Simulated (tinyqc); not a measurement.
What moves the results: polar nitride quantum well with polarisation fields. A value that a table varies takes the place of the one given here.

Growth along [0001]. e_par = (a_sub - a)/a, Ppz = 2 e_par (e31 - e33 C13/C33), P = Psp + Ppz in each layer; strain relaxation and the strain shift of the gaps are left out, although thick layers with more than about 1 % mismatch would relax.

In a periodic stack without free charge the potential drop over a period vanishes: F_w = (P_b - P_w) Lb/(eps0 (eps_w Lb + eps_b Lw)), F_b = -F_w Lw/Lb, eps0 = 8.8541878e-12 F/m; 1 MV/cm = 1e8 V/m = 0.01 V/angstrom.

Envelope functions on cells of 0.25 angstrom over barrier, well, barrier (widths Lb, Lw, Lb), psi = 0 beyond, psi'/m continuous (mean mass between points), c = hbar^2/2m0. With u(z) the integral of e F (F_w in the well, F_b = -F_w Lw/Lb in the barriers, 1 MV/cm = 0.01 V/angstrom), zero at the centre of the well, the electron sees u plus Vc in the barriers and the hole -u plus Vv. The transition is Eg + E_e + E_h; excitons are left out.

Constants: hbar^2/2m0 = 3.80998211 eV angstrom^2; hc = 1239.841984 eV nm.

Inputs chosen for the exercise (near those of an InGaN well in GaN; the results hold for these values, not for the real material): a_w = 3.292 angstrom (lattice constant a, well); a_b = 3.189 angstrom (lattice constant a, barrier); a_sub = 3.189 angstrom (in-plane lattice constant of the stack); Psp_w = -0.0291 C/m^2 (spontaneous polarisation); Psp_b = -0.0341 C/m^2 (spontaneous polarisation); e31_w = -0.347 C/m^2; e31_b = -0.339 C/m^2; e33_w = 0.694 C/m^2; e33_b = 0.653 C/m^2; C_w = 0.298 (C13/C33); C_b = 0.261 (C13/C33); eps_w = 11.7 (dielectric constant); eps_b = 10.3 (dielectric constant); Lb = 95 angstrom (barrier width); Eg = 2.354 eV (gap of the well); Vc = 0.738 eV (conduction offset); Vv = 0.347 eV (valence offset); me = 0.162 m0 (electron, well); meb = 0.2 m0 (electron, barrier); mh = 2 m0 (hole, everywhere); Ls = (10, 15, 20, 25, 30, 40, 50) angstrom (well widths); Lw = 43 angstrom (well width).

## Width of the well

Field, levels and overlap anew for each width.

Results:
```
Lw (angstrom),F_w (MV/cm),E (eV),E without field (eV),overlap^2,ln overlap^2
10,-3.503,2.7993,2.8567,0.652,-0.43
15,-3.361,2.5750,2.6948,0.459,-0.78
20,-3.229,2.3982,2.5985,0.249,-1.39
25,-3.108,2.2472,2.5374,0.111,-2.20
30,-2.995,2.1116,2.4965,0.0418,-3.18
40,-2.793,1.8704,2.4470,0.00380,-5.57
50,-2.616,1.6592,2.4194,0.000221,-8.42
```

What can be read from the table?

The red shift grows from 57 to 760 meV. The line drops below Eg between 20 and 25 angstrom, which a square well can never do. Over the last two rows dE/dLw = -21.1 meV per angstrom, against -|e F_w| = -26.2 in the last row; the field itself weakens by 25 % over the table, since a wider well shares the drop with the barrier. The overlap falls by a factor 2.95e+03.

## Screening the field

F_w = -2.7372 MV/cm

Carriers or a semipolar orientation reduce the field; here it is simply scaled in well and barrier.

Results:
```
share of the field,F_w (MV/cm),E (eV),nm,overlap^2,separation (angstrom)
1.0,-2.737,1.8043,687.2,0.0017,31.6
0.8,-2.190,1.9684,629.9,0.0053,29.8
0.6,-1.642,2.1221,584.3,0.018,27.3
0.4,-1.095,2.2605,548.5,0.065,23.8
0.2,-0.547,2.3747,522.1,0.26,17.8
0.0,0.000,2.4372,508.7,0.98,0.0
```

How do the results move?

Full screening shifts the line by -178.5 nm (+633 meV). The first fifth of the screening gives 164 meV and the last fifth 62 meV; a purely quadratic shift would give a ratio of 9, a linear one 1, and here it is 2.6.

## What each parameter does

Polarisation, field, levels and overlap anew. Each row changes one parameter from the base and keeps the others.

Results:
```
case,F_w (MV/cm),E (eV),overlap^2,red shift (meV)
base,-2.737,1.8043,0.0017,633
Lw = 48 angstrom,-2.649,1.6994,0.00040,724
Lb = 120 angstrom,-2.910,1.7491,0.0012,688
a_sub = 3.179 angstrom,-2.749,1.8007,0.0016,637
Psp_b = -0.0375 C/m^2,-2.972,1.7314,0.0011,706
e33_w = 0.763 C/m^2,-2.826,1.7768,0.0014,660
eps_w = 12.9,-2.550,1.8613,0.0025,576
mh = 1.4 m0,-2.737,1.8238,0.0024,616
Vc = 0.627 eV,-2.737,1.7896,0.0014,645
```

What does this show?

The largest shifts from the base row, up to three for each result and ties (the steps differ in size, so this ranks the rows, not the parameters). F_w (MV/cm): Psp_b -0.235, eps_w +0.187, Lb -0.173; unchanged at the printed digits by mh and Vc. E (eV): Lw -0.1049, Psp_b -0.0728, eps_w +0.0570. overlap^2: Lw -0.00129, eps_w +0.000786, mh +0.000728. red shift (meV): Lw +92, Psp_b +73, eps_w -57.

Computed by tinyqc, a small Python program: `OMP_NUM_THREADS=1 python tinyqc.py 1251578 1251579 out.jsonl` (the numbers bound the seed that draws the inputs); one thread of a shared host (Intel(R) Xeon(R) Processor @ 2.30GHz), about 0.06 s for the whole set of steps.
